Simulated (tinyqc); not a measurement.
# Gate voltage for a wanted density

Inverse problem. A HEMT has a barrier of thickness d, permittivity eb and off voltage Voff; energies are counted from the channel band edge at the interface. F = q (eta ns + Nb)/(eps0 ec) in eV/nm; E_k = a_k (C F^2/me)^(1/3), a_0 = 2.338107, a_1 = 4.087949, C = hbar^2/(2 m0); D = me m0 q/(pi hbar^2); ns = D Vt [ln(1 + exp((EF - E_0)/Vt)) + ln(1 + exp((EF - E_1)/Vt))], which gives EF = E_0 + Vt ln{2 s/[(1 + u) + sqrt((1 + u)^2 + 4 u s)]} with s = exp(ns/(D Vt)) - 1, u = exp((E_0 - E_1)/Vt). Charge control: ns + Nb = eps0 eb (Vg - Voff - EF)/(q d). Find E_0, E_1, EF and the Vg that gives this ns.

Values chosen for this exercise; material values close to those of AlGaN on GaN:
```
symbol   value   unit                                         meaning
T          300      K                                     temperature
d           15     nm                               barrier thickness
me        0.21     m0                    electron mass in the channel
ec        9.36                   relative permittivity of the channel
eta        0.5         share of ns that counts in the confining field
Nb      6.4e10  cm^-2                  depletion charge of the buffer
```

Constants: q = 1.602176634e-19 C, kB = 1.380649e-23 J/K, hbar = 1.054571817e-34 J s, m0 = 9.1093837015e-31 kg, Vt = kB T/q, eps0 = 8.8541878128e-14 F/cm where lengths are in cm, hbar^2/(2 m0) = 0.0380998212 eV nm^2. Results are converted to the units shown.

ns = 1.6e12 cm^-2
eb = 9.2816000
Voff = -1.8555868 V

Solution. In this direction nothing needs iterating: ns fixes the field, the levels and EF, and the charge-control relation gives Vg.

E_0 = 0.08649 eV
E_1 = 0.1512 eV
EF = 0.08341 eV
Vg = -1.286 V

Computed by the program tinyqc: `OMP_NUM_THREADS=1 python tinyqc.py 2180022 2180023 out.jsonl`, one thread of a shared Intel Xeon 2.30GHz, about 0.01 s for the whole run.
